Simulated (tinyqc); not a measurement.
UHF in the 3-21g basis, for H3-, spin multiplicity 1, step by step. The basis has no diffuse functions, so it cannot describe the extra electron: this is an exercise in the method, not the real anion. One step of it, computed by the program tinyqc.

Question. Iteration 2: building the Fock matrix. J_ij = sum D_kl (ij|kl) with D = D(alpha) + D(beta), K_ij = sum D_kl (ik|jl) for each spin; F = H + J - K(s); E = tr D H + tr D J / 2 - 0.5 sum_s tr D(s) K(s) + E_nn.

D(alpha) after iteration 1:
```
          1H 1s      1H 2s      2H 1s      2H 2s      3H 1s      3H 2s
1H 1s  0.044657   0.097838   0.031840   0.077804   0.021170   0.023192
1H 2s  0.097838   0.226374   0.082767   0.211499   0.016671  -0.030057
2H 1s  0.031840   0.082767   0.036777   0.099873  -0.017046  -0.070951
2H 2s  0.077804   0.211499   0.099873   0.275613  -0.064500  -0.235564
3H 1s  0.021170   0.016671  -0.017046  -0.064500   0.083422   0.210757
3H 2s  0.023192  -0.030057  -0.070951  -0.235564   0.210757   0.555813
```

D(beta) after iteration 1:
```
          1H 1s      1H 2s      2H 1s      2H 2s      3H 1s      3H 2s
1H 1s  0.044657   0.097838   0.021170   0.023192   0.031840   0.077804
1H 2s  0.097838   0.226374   0.016671  -0.030057   0.082767   0.211499
2H 1s  0.021170   0.016671   0.083422   0.210757  -0.017046  -0.064500
2H 2s  0.023192  -0.030057   0.210757   0.555813  -0.070951  -0.235564
3H 1s  0.031840   0.082767  -0.017046  -0.070951   0.036777   0.099873
3H 2s  0.077804   0.211499  -0.064500  -0.235564   0.099873   0.275613
```

core Hamiltonian H = T + V (hartree):
```
           1H 1s      1H 2s      2H 1s      2H 2s      3H 1s      3H 2s
1H 1s  -0.935115  -0.982628  -0.146995  -0.404814  -0.146995  -0.404814
1H 2s  -0.982628  -1.152761  -0.378308  -0.651537  -0.378308  -0.651537
2H 1s  -0.146995  -0.378308  -0.744215  -0.859372  -0.000103  -0.025877
2H 2s  -0.404814  -0.651537  -0.859372  -0.971388  -0.025877  -0.130657
3H 1s  -0.146995  -0.378308  -0.000103  -0.025877  -0.744215  -0.859372
3H 2s  -0.404814  -0.651537  -0.025877  -0.130657  -0.859372  -0.971388
```

Two-electron integrals (ij|kl) in chemists' order, unique and non-zero (hartree):
```
(11|11) 1.140145   (21|11) 0.611403   (21|21) 0.345152   (22|11) 0.626370
(22|21) 0.380329   (22|22) 0.482957   (31|11) 0.034946   (31|21) 0.021139
(31|22) 0.026091   (31|31) 0.002503   (32|11) 0.104671   (32|21) 0.066565
(32|22) 0.094120   (32|31) 0.008837   (32|32) 0.042951   (33|11) 0.381602
(33|21) 0.245932   (33|22) 0.366490   (33|31) 0.034946   (33|32) 0.205891
(33|33) 1.140145   (41|11) 0.205891   (41|21) 0.117582   (41|22) 0.132120
(41|31) 0.008837   (41|32) 0.028214   (41|33) 0.104671   (41|41) 0.042951
(42|11) 0.283470   (42|21) 0.175235   (42|22) 0.233026   (42|31) 0.016317
(42|32) 0.067309   (42|33) 0.283470   (42|41) 0.067309   (42|42) 0.137446
(43|11) 0.245932   (43|21) 0.158046   (43|22) 0.233394   (43|31) 0.021139
(43|32) 0.117582   (43|33) 0.611403   (43|41) 0.066565   (43|42) 0.175235
(43|43) 0.345152   (44|11) 0.366490   (44|21) 0.233394   (44|22) 0.338703
(44|31) 0.026091   (44|32) 0.132120   (44|33) 0.626370   (44|41) 0.094120
(44|42) 0.233026   (44|43) 0.380329   (44|44) 0.482957   (51|11) 0.034946
(51|21) 0.021139   (51|22) 0.026091   (51|31) 0.000943   (51|32) 0.003277
(51|33) 0.012629   (51|41) 0.006167   (51|42) 0.009677   (51|43) 0.008157
(51|44) 0.012597   (51|51) 0.002503   (52|11) 0.104671   (52|21) 0.066565
(52|22) 0.094120   (52|31) 0.003277   (52|32) 0.012145   (52|33) 0.047926
(52|41) 0.019894   (52|42) 0.034838   (52|43) 0.030955   (52|44) 0.047903
(52|51) 0.008837   (52|52) 0.042951   (53|11) 0.000011   (53|21) 0.000006
(53|22) 0.000006   (53|31) 3.45e-07   (53|32) 1.04e-06   (53|33) 3.82e-06
(53|41) 1.99e-06   (53|42) 2.81e-06   (53|43) 2.46e-06   (53|44) 3.66e-06
(53|51) 3.45e-07   (53|52) 1.04e-06   (54|11) 0.005782   (54|21) 0.003599
(54|22) 0.004781   (54|31) 0.000171   (54|32) 0.000613   (54|33) 0.002389
(54|41) 0.001068   (54|42) 0.001781   (54|43) 0.001543   (54|44) 0.002386
(54|51) 0.000442   (54|52) 0.001841   (54|53) 5.74e-08   (54|54) 0.000085
(55|11) 0.381602   (55|21) 0.245932   (55|22) 0.366490   (55|31) 0.012629
(55|32) 0.047926   (55|33) 0.190901   (55|41) 0.074401   (55|42) 0.135500
(55|43) 0.123303   (55|44) 0.190893   (55|51) 0.034946   (55|52) 0.205891
(55|53) 3.82e-06   (55|54) 0.008011   (55|55) 1.140145   (61|11) 0.205891
(61|21) 0.117582   (61|22) 0.132120   (61|31) 0.006167   (61|32) 0.019894
(61|33) 0.074401   (61|41) 0.037625   (61|42) 0.055824   (61|43) 0.047993
(61|44) 0.072695   (61|51) 0.008837   (61|52) 0.028214   (61|53) 1.99e-06
(61|54) 0.001506   (61|55) 0.104671   (61|61) 0.042951   (62|11) 0.283470
(62|21) 0.175235   (62|22) 0.233026   (62|31) 0.009677   (62|32) 0.034838
(62|33) 0.135500   (62|41) 0.055824   (62|42) 0.096392   (62|43) 0.087369
(62|44) 0.133424   (62|51) 0.016317   (62|52) 0.067309   (62|53) 2.81e-06
(62|54) 0.003171   (62|55) 0.283470   (62|61) 0.067309   (62|62) 0.137446
(63|11) 0.005782   (63|21) 0.003599   (63|22) 0.004781   (63|31) 0.000442
(63|32) 0.001841   (63|33) 0.008011   (63|41) 0.001506   (63|42) 0.003171
(63|43) 0.004715   (63|44) 0.005589   (63|51) 0.000171   (63|52) 0.000613
(63|53) 5.74e-08   (63|54) 0.000031   (63|55) 0.002389   (63|61) 0.001068
(63|62) 0.001781   (63|63) 0.000085   (64|11) 0.050732   (64|21) 0.030804
(64|22) 0.039116   (64|31) 0.002113   (64|32) 0.007623   (64|33) 0.029683
(64|41) 0.010701   (64|42) 0.018873   (64|43) 0.018903   (64|44) 0.027433
(64|51) 0.002113   (64|52) 0.007623   (64|53) 5.00e-07   (64|54) 0.000387
(64|55) 0.029683   (64|61) 0.010701   (64|62) 0.018873   (64|63) 0.000387
(64|64) 0.003168   (65|11) 0.245932   (65|21) 0.158046   (65|22) 0.233394
(65|31) 0.008157   (65|32) 0.030955   (65|33) 0.123303   (65|41) 0.047993
(65|42) 0.087369   (65|43) 0.079641   (65|44) 0.123288   (65|51) 0.021139
(65|52) 0.117582   (65|53) 2.46e-06   (65|54) 0.004715   (65|55) 0.611403
(65|61) 0.066565   (65|62) 0.175235   (65|63) 0.001543   (65|64) 0.018903
(65|65) 0.345152   (66|11) 0.366490   (66|21) 0.233394   (66|22) 0.338703
(66|31) 0.012597   (66|32) 0.047903   (66|33) 0.190893   (66|41) 0.072695
(66|42) 0.133424   (66|43) 0.123288   (66|44) 0.190611   (66|51) 0.026091
(66|52) 0.132120   (66|53) 3.66e-06   (66|54) 0.005589   (66|55) 0.626370
(66|61) 0.094120   (66|62) 0.233026   (66|63) 0.002386   (66|64) 0.027433
(66|65) 0.380329   (66|66) 0.482957
```

nuclear repulsion = 0.95450435 hartree

Give: Coulomb J; exchange K(alpha); exchange K(beta); F(alpha); F(beta); total energy of this density.

Answer.

Coulomb J (hartree):
```
       1H 1s  1H 2s  2H 1s  2H 2s  3H 1s  3H 2s
1H 1s  1.918  1.180  0.092  0.417  0.092  0.417
1H 2s  1.180  1.591  0.402  0.831  0.402  0.831
2H 1s  0.092  0.402  1.805  1.092  0.000  0.018
2H 2s  0.417  0.831  1.092  1.427  0.018  0.129
3H 1s  0.092  0.402  0.000  0.018  1.805  1.092
3H 2s  0.417  0.831  0.018  0.129  1.092  1.427
```

exchange K(alpha) (hartree):
```
       1H 1s  1H 2s   2H 1s   2H 2s   3H 1s  3H 2s
1H 1s  0.363  0.361   0.136   0.225   0.097  0.176
1H 2s  0.361  0.451   0.213   0.308   0.216  0.294
2H 1s  0.136  0.213   0.357   0.345  -0.021  0.009
2H 2s  0.225  0.308   0.345   0.400  -0.002  0.049
3H 1s  0.097  0.216  -0.021  -0.002   0.556  0.484
3H 2s  0.176  0.294   0.009   0.049   0.484  0.498
```

exchange K(beta) (hartree):
```
       1H 1s  1H 2s   2H 1s  2H 2s   3H 1s   3H 2s
1H 1s  0.363  0.361   0.097  0.176   0.136   0.225
1H 2s  0.361  0.451   0.216  0.294   0.213   0.308
2H 1s  0.097  0.216   0.556  0.484  -0.021  -0.002
2H 2s  0.176  0.294   0.484  0.498   0.009   0.049
3H 1s  0.136  0.213  -0.021  0.009   0.357   0.345
3H 2s  0.225  0.308  -0.002  0.049   0.345   0.400
```

F(alpha) (hartree):
```
        1H 1s   1H 2s   2H 1s   2H 2s   3H 1s   3H 2s
1H 1s   0.620  -0.164  -0.191  -0.212  -0.152  -0.164
1H 2s  -0.164  -0.013  -0.190  -0.128  -0.192  -0.114
2H 1s  -0.191  -0.190   0.704  -0.113   0.021  -0.017
2H 2s  -0.212  -0.128  -0.113   0.056  -0.005  -0.051
3H 1s  -0.152  -0.192   0.021  -0.005   0.505  -0.251
3H 2s  -0.164  -0.114  -0.017  -0.051  -0.251  -0.042
```

F(beta) (hartree):
```
        1H 1s   1H 2s   2H 1s   2H 2s   3H 1s   3H 2s
1H 1s   0.620  -0.164  -0.152  -0.164  -0.191  -0.212
1H 2s  -0.164  -0.013  -0.192  -0.114  -0.190  -0.128
2H 1s  -0.152  -0.192   0.505  -0.251   0.021  -0.005
2H 2s  -0.164  -0.114  -0.251  -0.042  -0.017  -0.051
3H 1s  -0.191  -0.190   0.021  -0.017   0.704  -0.113
3H 2s  -0.212  -0.128  -0.005  -0.051  -0.113   0.056
```

total energy of this density = -1.50573 hartree
